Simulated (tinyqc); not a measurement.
Bulk transistor, scale length and short-channel effects: effect of the channel length.

A gate, an insulator of thickness ti and a depleted layer of depth ts on a conducting body. Below threshold the potential that source and drain add obeys Laplace's equation and vanishes on the gate and at the bottom of the depleted layer. Its lowest mode decays along the channel as exp(-k y); k is the smallest positive root of the matching condition at the interface, and the scale length is Lambda = pi/k.

k is the smallest positive root of f(k) = eps_r sin(k ti) cos(k ts) + ei cos(k ti) sin(k ts). Along the channel psi(y) = s + a exp(y/l) + b exp(-y/l) with psi(0) = Vbi, psi(L) = Vbi + Vds and l = 1/k = Lambda/pi; with A = Vbi - s, B = A + Vds, x = exp(-L/l): a = (B - A x) x/(1 - x^2), b = (A - B x)/(1 - x^2). The minimum is s + 2 sqrt(a b), at y = (l/2) ln(b/a). The long-channel potential follows the gate as s = sT + (Vg - VTL)/m, and the threshold VT is the gate voltage at which the minimum equals sT. Swing = m Vt ln 10/g at threshold, g = d(minimum)/ds = 1 - (b x + a)/((1 + x) sqrt(a b)). DIBL = [VT(0.05 V) - VT(Vds)]/(Vds - 0.05 V). sT and Vbi are held fixed; m = 1 + eps_r ti/(ei ts) in each row.

Parameters, values chosen for the exercise; permittivities: semiconductor close to that of germanium, insulator close to that of silicon dioxide:

| symbol | value | unit | meaning |
|---|---|---|---|
| T | 300 | K | temperature |
| eps_r | 16.2 |  | relative permittivity of the semiconductor |
| ei | 3.71 |  | relative permittivity of the insulator |
| ti | 1.4 | nm | insulator thickness |
| ts | 22 | nm | depletion depth |
| Vbi | 1.02 | V | potential of the source |
| sT | 0.57 | V | potential of the barrier top at threshold |
| Vds | 1 | V | drain voltage |

Constants: q = 1.602176634e-19 C, kB = 1.380649e-23 J/K, Vt = kB T/q. Results are converted to the units shown.

The same in every row: Lambda (nm) = 27.37.

Results:

| L (nm) | L/Lambda | VT - VTL at Vds = 0.05 V (mV) | VT - VTL at Vds (mV) | DIBL (mV/V) | swing (mV/decade) |
|---|---|---|---|---|---|
| 30 | 1.096 | -321.3 | -571.7 | 263.6 | 121.6 |
| 36 | 1.316 | -201.3 | -354.8 | 161.6 | 104.9 |
| 43 | 1.571 | -122.7 | -214.1 | 96.29 | 93.78 |
| 51 | 1.864 | -72.46 | -125.5 | 55.81 | 86.61 |
| 61 | 2.229 | -38.87 | -66.85 | 29.45 | 81.75 |
| 73 | 2.668 | -18.93 | -32.40 | 14.18 | 78.85 |
| 100 | 3.654 | -3.923 | -6.687 | 2.910 | 76.65 |
| 120 | 4.385 | -1.239 | -2.111 | 0.9176 | 76.25 |

Estimate the missing row, L = 87 nm.

Computed row:

| L (nm) | L/Lambda | VT - VTL at Vds = 0.05 V (mV) | VT - VTL at Vds (mV) | DIBL (mV/V) | swing (mV/decade) |
|---|---|---|---|---|---|
| 87 | 3.179 | -8.332 | -14.22 | 6.200 | 77.29 |

With this row back in the table: From L = 30 to 120 nm, DIBL falls from 264 to 0.918 mV/V and the swing falls from 122 to 76.3 mV a decade (long-channel value 76.1). Between the last two rows the threshold shift at Vds decays with a length of 17.3 nm, against 2 Lambda/pi = 17.4 nm for a shift that goes as exp(-pi L/(2 Lambda)). DIBL first drops below 100 mV/V at L = 43 nm among the rows, L/Lambda = 1.6. For L = 30 to 36 nm L is under 1.5 Lambda, where higher modes, left out of the one-mode potential, count.

Numbers from tinyqc (`OMP_NUM_THREADS=1 python tinyqc.py 2420072 2420073 out.jsonl`; about 0.01 s on one thread of a shared Intel Xeon 2.30GHz).
